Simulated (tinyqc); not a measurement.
Electrons shared among three sets of ellipsoidal valleys: sweeps and comparisons. A value that a table varies takes the place of the one given here.

F_j(eta) = (1/Gamma(j + 1)) integral_0^infinity x^j dx/(1 + exp(x - eta)), which tends to exp(eta) for eta << 0.

Sets Gamma, L, X: N_i = M_i times N = 2 (m kB T/(4 pi c))^(3/2) with c = hbar^2/2m0, in 1/angstrom^3; times 1e24 for 1/cm^3, m = (ml mt^2)^(1/3); n = sum_i N_i F_1/2((EF - dE_i)/kT), energies from the edge of the first set; mu_drift = sum of share times mobility.

Constants: hbar^2/2m0 = 3.80998211 eV angstrom^2; kB = 8.617333262e-05 eV/K.

Inputs chosen for the exercise (masses and offsets near those of InP; mobilities are free inputs, held fixed; the results hold for these values, not for the real material):
```
symbol  value                    unit        meaning
dE      (0, 0.713, 0.968)        eV          edges of Gamma, L, X above the first
M       (1, 4, 3)                            valleys in each set
ml      (0.082, 1.812, 1.351)    m0          longitudinal masses of Gamma, L, X
mt      (0.082, 0.1301, 0.2814)  m0          transverse masses
mu      (5700, 590, 210)         cm^2/(V s)  mobility of each set
n       3.1e+19                  1/cm^3      total electron density
T       500                      K
```

## Transfer between valleys with temperature

Offsets, masses and mobilities are held fixed; n is fixed too, so the high values of T stand for hot electrons, not for the lattice.

Populations:
```
T (K)  EF (eV)  share Gamma  share L  share X  mu_drift
77      0.4387       1.0000   0.0000   0.0000      5700
150     0.4385       1.0000   0.0000   0.0000      5700
300     0.4376       1.0000   0.0000   0.0000      5700
450     0.4357       0.9992   0.0008   0.0000      5696
600     0.4316       0.9930   0.0069   0.0001      5664
900     0.4084       0.9393   0.0576   0.0030      5389
1200    0.3623       0.8310   0.1509   0.0181      4829
2000    0.1587       0.4894   0.3861   0.1245      3044
```

The share of Gamma goes from 1.000 to 0.489 and the mean mobility from 5700 to 3044 cm^2/(V s). Gamma holds more than L throughout. Where EF lies more than about 0.2 eV up a light valley, its parabolic form fails. The share of X is at most 0.12.

## Transfer between valleys with doping

Parabolic valleys; band tails and gap narrowing are left out.

Populations:
```
n (1/cm^3)  EF (eV)  share Gamma  share L  share X  mu_drift
1.0e+16     -0.2085       1.0000   0.0000   0.0000      5700
1.0e+17     -0.1082       1.0000   0.0000   0.0000      5700
1.0e+18      0.0017       1.0000   0.0000   0.0000      5700
3.0e+18      0.0720       1.0000   0.0000   0.0000      5700
1.0e+19      0.1984       1.0000   0.0000   0.0000      5700
3.0e+19      0.4253       0.9984   0.0016   0.0000      5692
1.0e+20      0.7221       0.6572   0.3410   0.0018      3948
```

The share of Gamma goes from 1.000 to 0.657 and the mean mobility from 5700 to 3948 cm^2/(V s). Gamma holds more than L throughout. Where EF lies more than about 0.2 eV up a light valley, its parabolic form fails. The share of X is at most 0.0018.

## Moving the second set by strain or alloying

The second entry of dE is replaced by the values listed; a negative value puts that set lowest.

Populations:
```
offset (eV)  EF (eV)  share Gamma  share L  share X  mu_drift
-0.100       -0.0965       0.0042   0.9958   0.0000       611
-0.050       -0.0469       0.0124   0.9876   0.0000       653
0.000         0.0020       0.0324   0.9676   0.0000       756
0.025         0.0260       0.0492   0.9508   0.0000       841
0.050         0.0497       0.0711   0.9289   0.0000       953
0.100         0.0962       0.1299   0.8701   0.0000      1254
0.150         0.1414       0.2054   0.7946   0.0000      1640
0.200         0.1852       0.2935   0.7065   0.0000      2090
0.300         0.2684       0.4939   0.5061   0.0000      3114
```

The share of Gamma goes from 0.004 to 0.494 and the mean mobility from 611 to 3114 cm^2/(V s). L holds more than Gamma throughout. Where EF lies more than about 0.2 eV up a light valley, its parabolic form fails. The share of X is at most 1.5e-07. With Boltzmann statistics the first two sets are equal at kT ln(N_2/N_1) = 0.1463 eV; the crossing, if any, lies elsewhere because the electrons are degenerate and fill the set with fewer states high above its edge.

## What moves the populations

All else solved anew. Each row changes one parameter from the base and keeps the others.

Results:
```
case                              EF (eV)  share Gamma  share L  share X  mu_drift (cm^2/(V s))
base                               0.4347       0.9981   0.0019   0.0000                   5690
T = 550 K                          0.4334       0.9961   0.0039   0.0000                   5680
n = 9.3e+19 1/cm^3                 0.7121       0.6922   0.3063   0.0015                   4127
dE = (0, 0.5704, 0.968) eV         0.4235       0.9602   0.0398   0.0000                   5496
mt = (0.082, 0.1561, 0.2814) m0    0.4346       0.9977   0.0023   0.0000                   5688
ml = (0.082, 2.1744, 1.351) m0     0.4347       0.9979   0.0021   0.0000                   5689
mu = (6840, 590, 210) cm^2/(V s)   0.4347       0.9981   0.0019   0.0000                   6828
```

The largest shifts from the base row, up to three for each result and ties (the steps differ in size, so this ranks the rows, not the parameters). EF (eV): n +0.2774, dE -0.0113, T -0.0013; unchanged at the printed digits by ml and mu. share Gamma: n -0.3059, dE -0.0379, T -0.0020; unchanged at the printed digits by mu. share L: n +0.3044, dE +0.0379, T +0.0019; unchanged at the printed digits by mu. share X: n +0.0015; unchanged at the printed digits by T, dE, mt, ml and mu. mu_drift (cm^2/(V s)): n -1564, mu +1138, dE -194.

(tinyqc, `OMP_NUM_THREADS=1 python tinyqc.py 1650375 1650376 out.jsonl`, Intel(R) Xeon(R) Processor @ 2.30GHz, 1 thread, shared host, about 0.01 s.)
